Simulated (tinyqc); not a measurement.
Extended Hueckel theory, for H6, step by step. One step of it, computed by the program tinyqc.

Task: Wolfsberg-Helmholz matrix. H_ij = K' S_ij (H_ii + H_jj)/2 for i != j (the diagonal keeps H_ii), with K' = K + D^2 + D^4 (1 - K), D = (H_ii - H_jj)/(H_ii + H_jj), K = 1.75.

overlap S:
```
          1H 1s     2H 1s     3H 1s     4H 1s     5H 1s     6H 1s
1H 1s  1.000000  0.507793  0.123098  0.023108  0.003473  0.000441
2H 1s  0.507793  1.000000  0.495409  0.123098  0.022253  0.003473
3H 1s  0.123098  0.495409  1.000000  0.507793  0.123098  0.023108
4H 1s  0.023108  0.123098  0.507793  1.000000  0.495409  0.123098
5H 1s  0.003473  0.022253  0.123098  0.495409  1.000000  0.507793
6H 1s  0.000441  0.003473  0.023108  0.123098  0.507793  1.000000
```

diagonal H_ii (eV): 1H 1s -13.600000, 2H 1s -13.600000, 3H 1s -13.600000, 4H 1s -13.600000, 5H 1s -13.600000, 6H 1s -13.600000

K = 1.750000

Give: H.

Result:

H (eV):
```
          1H 1s     2H 1s     3H 1s     4H 1s     5H 1s     6H 1s
1H 1s  -13.6000  -12.0855   -2.9297   -0.5500   -0.0826   -0.0105
2H 1s  -12.0855  -13.6000  -11.7907   -2.9297   -0.5296   -0.0826
3H 1s   -2.9297  -11.7907  -13.6000  -12.0855   -2.9297   -0.5500
4H 1s   -0.5500   -2.9297  -12.0855  -13.6000  -11.7907   -2.9297
5H 1s   -0.0826   -0.5296   -2.9297  -11.7907  -13.6000  -12.0855
6H 1s   -0.0105   -0.0826   -0.5500   -2.9297  -12.0855  -13.6000
```
